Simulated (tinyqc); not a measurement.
Inside a calculation. Model: Heisenberg spin cluster by exact diagonalisation: multiplets, susceptibility, level crossings. Computed by tinyqc, a small Python program that keeps every step. Command: `OMP_NUM_THREADS=1 python tinyqc.py 3024172 3024173 out.jsonl spincl walk`. One thread of a shared host (Intel(R) Xeon(R) Processor @ 2.30GHz), about 0.01 s of CPU time with the checks. Intermediate numbers are printed to about 6 digits and carried at full precision; extremes and crossings named in words are read from the listed rows.

H = J1 sum S_i.S_j over the bonds 1-2, 2-3 + J2 sum over 1-3 - g mu_B B S_z; J > 0 is antiferromagnetic.

Inputs (values chosen for the exercise, for a model cluster):
```
quantity       value  unit
exchange J1     14.9   meV
exchange J2       10   meV
g factor        2.13     -
temperature T    490     K
field B          3.7     T
```

Cluster: triangle, two J1 bonds and one J2 bond. Spin s of each site: 1.

Constants: k_B = 8.617333262e-05 eV/K; mu_B = 5.7883818060e-05 eV/T.

## The block with S_z = 0

Basis: products of m values. S_i.S_j = m_i m_j on the diagonal and (1/2) sqrt[s(s+1) - m_i(m_i+1)] sqrt[s(s+1) - m_j(m_j-1)], s the spin of a site, between states that differ by one flip up and one down.

H at B = 0 (meV), lower triangle (symmetric):
```
          +1 0 -1  +1 -1 0  0 +1 -1  0 0 0  0 -1 +1  -1 +1 0  -1 0 +1
+1 0 -1     -10.0
+1 -1 0      14.9     -14.9
+0 +1 -1      14.9       0.0     -14.9
+0 0 0      10.0      14.9      14.9       0.0
+0 -1 +1       0.0      10.0       0.0      14.9     -14.9
-1 +1 0       0.0       0.0      10.0      14.9       0.0     -14.9
-1 0 +1       0.0       0.0       0.0      10.0      14.9      14.9     -10.0
```

## Multiplets

Every multiplet has one member in the block S_z = 0; diagonalise it and read the total spin from <S^2> = S (S + 1).

Levels at B = 0:
```
E (meV)  total S  number of multiplets
-39.8          0                     1
-34.7          1                     1
-24.9          1                     1
-20.0          1                     1
-4.9           2                     1
4.9            2                     1
39.8           3                     1
```

ground energy = -39.8 meV

gap to the next level = 5.1 meV

The ground state has S = 0; the next level has S = 1. The highest spin, S = 3, lies at 39.8 meV, s^2 times the sum of all J, s the spin of a site.

## Thermal averages at zero field

Z = sum k (2S + 1) exp(-E/(k_B T)) over the table, k the number of multiplets; <S^2> likewise with the factor S (S + 1); chi T = N_A g^2 mu_B^2 <S^2>/(3 k_B) = 0.125049 g^2 <S^2> cm^3 K/mol (cgs, per mole of clusters); C = (<E^2> - <E>^2)/(k_B T)^2; entropy = ln Z + <E>/(k_B T).

<S^2> = 3.92547

chi T = 2.22706 cm^3 K/mol

heat capacity = 0.266352 k_B

entropy = 3.13723 k_B

Free spins would give <S^2> = 6 and the entropy 3.296 k_B; chi T is 65 % of the free value.

## Magnetisation in the field

Each multiplet splits as E - g mu_B B m; <S_z> is the Boltzmann mean. The first level crossing is at the smallest (E_S - E_0)/(g mu_B (S - S_0)) over higher spins (0 if the ground state has the highest spin).

<S_z> = 0.0141364

first crossing field = 41.3650 T

Linear response would give g mu_B B <S^2>/(3 k_B T) = 0.0141.

## Susceptibility against the Curie-Weiss form

High-temperature form: chi T = C0/(1 - theta/T), C0 = 0.125049 g^2 n s (s + 1), k_B theta = -(2/3) s (s + 1) (sum of J over bonds)/n, n = 3; a dash where T <= 1.05 theta.

theta = -205.271 K

Against temperature:
```
T (K)  chi T (cm^3 K/mol)  Curie-Weiss  chi (cm^3/mol)   C (k_B)
17                0.09599      0.26035       0.0056465  0.948364
35                0.41604      0.49586       0.0118867  0.994078
60                0.66011      0.76993       0.0110018  0.961162
100               0.89372      1.11508       0.0089372  0.925779
170               1.24383      1.54204       0.0073167  0.762724
280               1.69162      1.96410       0.0060415  0.524345
430               2.10700      2.30409       0.0049000  0.319360
690               2.51102      2.62353       0.0036392  0.156874
1400              2.93102      2.96873       0.0020936  0.044777
2800              3.16050      3.17150       0.0011287  0.011895
```

The Curie-Weiss form is within 3 % in the last 2 rows. chi passes a maximum, at 35 K among these rows, the mark of a singlet ground state; among these rows C is largest at 35 K, and the gap is 59.2 K.

Checks made by the program: the trace of H and the count of states (relative difference below 1e-10).
